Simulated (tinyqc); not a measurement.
From results back to parameters: tunnelling through a thin dielectric with one trap, as a tight-binding chain. Three cases, with inputs chosen for the exercise.

Problem. A resonance has full width Gamma_L + Gamma_R and peak height 4 Gamma_L Gamma_R/(Gamma_L + Gamma_R)^2. The values come from hidden widths.

Find: larger and smaller width.

Method. The widths are (W/2)(1 +/- sqrt(1 - peak)); which belongs to which lead the line shape cannot tell.

Case 1.

full width = 68.5657 meV
peak height = 0.0294899

Solution.

larger and smaller width (meV): 68.1  0.509

Case 2.

full width = 54.7517 meV
peak height = 0.443267

Solution.

larger and smaller width (meV): 47.8  6.95

Case 3.

full width = 97.1231 meV
peak height = 0.158592

Solution.

larger and smaller width (meV): 93.1  4.02

Computed by tinyqc, one run a case: `OMP_NUM_THREADS=1 python tinyqc.py N N+1 out.jsonl` with N = 1452670, 1452734, 1452747; one thread of a shared Intel(R) Xeon(R) Processor @ 2.30GHz, about 0.07 s a run at most.
